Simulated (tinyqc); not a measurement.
Where a level does most harm: Shockley-Read-Hall recombination through one deep level.

One level at Et with degeneracy 1: tn = 1/(sn vth Nt), tp = 1/(sp_ vth Nt), n1 = Nc exp((Et - Eg)/kT), p1 = Nv exp(-Et/kT), ni^2 = n1 p1. Equilibrium p0 = Nm, n0 = ni^2/Nm; n = n0 + dn, p = p0 + dn. U = (n p - ni^2)/(tp (n + n1) + tn (p + p1)), lifetime dn/U; emission rates en = sn vth n1, ep = sp_ vth p1.

Constants: kB = 8.617333262e-05 eV/K.

Parameters, chosen for this exercise (gap and densities of states near those of GaAs at this temperature; not measured data):
- Eg = 1.347 eV (gap)
- Nc = 8.08e+17 1/cm^3 (conduction-band density of states)
- Nv = 1.75e+19 1/cm^3 (valence-band density of states)
- T = 450 K
- Nt = 1.9e+15 1/cm^3 (defects)
- sn = 2.4e-16 cm^2 (electron capture cross-section)
- sp_ = 1.4e-16 cm^2 (hole capture cross-section)
- vth = 15000000 cm/s (thermal velocity, both carriers)
- Nm = 1.9e+16 1/cm^3 (equilibrium holes for the lifetime steps)

Et takes the values listed; G = Nt en ep/(en + ep) in a depleted region; the lifetime is for dn = 1e11 1/cm^3.

Results:
```
Et (eV)  lifetime (microsecond)  G (1/(cm^3 s))
0.081                      16.8        3.66e+10
0.189                      1.18        5.94e+11
0.296                     0.211        9.37e+12
0.404                     0.150        1.52e+14
0.512                     0.146        2.46e+15
0.620                     0.146        3.97e+16
0.727                     0.146        2.80e+17
0.835                     0.146        3.10e+16
0.943                     0.147        1.92e+15
1.051                     0.151        1.18e+14
1.158                     0.228        7.50e+12
1.266                      1.47        4.63e+11
```

Generation peaks where en = ep, at Eg/2 + (kT/2) ln(sp_ Nv/(sn Nc)) = 0.723 eV; the largest value listed is at 0.727 eV, and G falls by a decade for each 0.089 eV away from the peak. The lifetime is within a factor 2 of its minimum, 0.146 microsecond, from 0.296 to 1.158 eV: recombination tolerates a wide range of Et, generation a narrow one.

Run: tinyqc, `OMP_NUM_THREADS=1 python tinyqc.py 1651310 1651311 out.jsonl`; Intel(R) Xeon(R) Processor @ 2.30GHz, one thread, shared host; about 0.01 s of CPU time with all checks.
